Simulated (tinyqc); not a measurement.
## Permittivity and interface capacitance from two thicknesses

Inverse problem. 1/C = t/(eps0 ek) + 2/ci for planar capacitors that differ only in thickness. Find ek, ci and the EOT of the interfaces, 2 x 3.9 eps0/ci.

Constants: eps0 = 8.8541878128e-14 F/cm where lengths are in cm. Results are converted to the units shown.

C at t = 10 and 31 nm (uF/cm^2): 3.2282868  1.0688834

Answer. 1/C is a straight line in t: the slope gives ek and the intercept 2/ci. A single thickness would give only the effective permittivity; when the interfaces are a small part of 1/C, ci needs very accurate data.

ek = 37.90
ci = 170.0 uF/cm^2
EOT of the interfaces = 0.04063 nm

Computed by the program tinyqc: `OMP_NUM_THREADS=1 python tinyqc.py 2102180 2102181 out.jsonl`, one thread of a shared Intel Xeon 2.30GHz, about 0.01 s for the whole run.
